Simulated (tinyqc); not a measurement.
Metal-interlayer-semiconductor contact, depinning against tunnelling resistance: contact resistivity against the donor density.

Zero bias, n-type semiconductor. Gap states at the semiconductor surface thin out as exp(-be ti), which unpins the barrier; electrons must then cross the interlayer (a rectangular barrier, no voltage drop across it) and the parabolic depleted layer, both by WKB. Energies E are counted from the Fermi level; no image force, parabolic bands.

S = 1/(1 + (1/S0 - 1) exp(-be ti)); phiB = S (phiM - chi) + (1 - S)(Eg - E0); xi = Ec - EF deep inside, from Nd = Nc F(-xi/Vt), F(x) = (2/sqrt(pi)) int_0^infinity sqrt(u) du/(1 + exp(u - x)); band bending U = phiB - xi; E00 = (hbar/2) sqrt(Nd/(eps0 eps_r mt m0)) in volts; A = 4 pi q mA m0 kB^2/h^3. With U = phiB - xi: for xi < E < phiB, y = (E - xi)/U and G1 = (U/E00) [sqrt(1 - y) - y ln((1 + sqrt(1 - y))/sqrt(y))], G1 = 0 above phiB; G2 = 2 ti sqrt(mi max(phiB + dE - E, 0)/C), C = hbar^2/(2 m0); f = 1/(1 + exp(E/Vt)); 1/rho_c = (A T^2/Vt^2) times the integral of exp(-G1 - G2) f over E from xi upwards. Shares under 0.001 % are printed as 0; rows without band bending are left out.

Parameters, values chosen for the exercise; semiconductor values close to those of gallium arsenide; interlayer mass of the order of that in lanthanum oxide, offset chosen freely: temperature T = 300 K; band gap Eg = 1.43 eV; relative permittivity eps_r = 13; electron affinity chi = 3.95 eV; conduction-band density of states at T Nc = 4.4e17 cm^-3; tunnelling mass in the semiconductor mt = 0.0652 m0; Richardson mass mA = 0.0668 m0; charge-neutrality level above the valence band E0 = 0.48 eV; pinning factor without interlayer S0 = 0.1; metal work function phiM = 4.23 eV; interlayer thickness ti = 1.5 nm; conduction-band offset of the interlayer above the semiconductor dE = 2.07 eV; tunnelling mass in the interlayer mi = 0.29 m0; decay constant of gap states through the interlayer be = 4.1 1/nm.

Constants: q = 1.602176634e-19 C, kB = 1.380649e-23 J/K, eps0 = 8.8541878128e-12 F/m, hbar = 1.054571817e-34 J s, h = 6.62607015e-34 J s, m0 = 9.1093837015e-31 kg, Vt = kB T/q, hbar^2/(2 m0) = 0.0380998212 eV nm^2. Results are converted to the units shown.

The same in every row: S = 0.981; phiB (eV) = 0.293.

Contact resistivity against the donor density:
```
Nd (cm^-3)  E00/Vt  rho_c (ohm cm^2)  rho_c with G2 = 0 (ohm cm^2)  peak of the integrand (eV)  share above phiB (%)
1.5e16      0.0955               245                       0.00170                       0.291                  60.5
3.7e16       0.150               194                       0.00132                       0.288                  48.0
9.6e16       0.242               133                       8.65e-4                       0.280                  32.9
2.4e17       0.382              73.8                       4.45e-4                       0.260                  18.2
6.2e17       0.614              26.1                       1.36e-4                       0.209                  6.44
1.6e18       0.987              4.44                       1.83e-5                       0.109                  1.10
4.1e18        1.58             0.431                       1.44e-6                      0.0277                 0.106
1e19          2.47            0.0561                       1.62e-7                    -0.00458                0.0139
2.6e19        3.98            0.0111                       2.75e-8                     -0.0267               0.00273
```

As Nd goes from 1.5e16 to 2.6e19, phiB stays at 0.293 eV and rho_c falls from 245 to 0.0111 ohm cm^2. rho_c goes as Nd^(-0.26) between the first two rows and Nd^(-1.70) between the last two, while E00/Vt goes from 0.0955 to 3.98 and the share above the barrier from 60.5 to 0.00273 %. The ratio of rho_c to its value with G2 = 0 runs from 1.44e5 to 4.02e5. For Nd = 1e19, 2.6e19 the Fermi level lies deep in the band, where non-parabolicity matters.

Program tinyqc, `OMP_NUM_THREADS=1 python tinyqc.py 2270120 2270121 out.jsonl`; Intel Xeon 2.30GHz, shared host, one thread, about 0.03 s.
